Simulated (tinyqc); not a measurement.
Size effects in the resistivity of thin metal films and interconnect lines: one step, computed by the program tinyqc.

Electrons lose their drift at surfaces (a share 1 - p of the hits) and at grain boundaries (reflection R), besides bulk scattering. The line sits in a trench with a non-conducting liner on both walls and the bottom; the spacing equals the drawn width.

Problem. Metal cross-section. Metal width w_m = w - 2t, height h_m = (aspect ratio) w - t, grain size D = (ratio) w_m.

Inputs (values chosen for the exercise, modelled on aluminium):
```
quantity                          value  unit
drawn line width w                   26    nm
grain size over metal width         0.7     -
aspect ratio (height over width)    1.4     -
liner thickness t                   2.8    nm
```

Geometry: line.

Give: metal width w_m; metal height h_m; grain size D; share of the trench filled by metal.

Solution.

metal width w_m = 20.4 nm

metal height h_m = 33.6 nm

grain size D = 14.28 nm

share of the trench filled by metal = 72.43 %
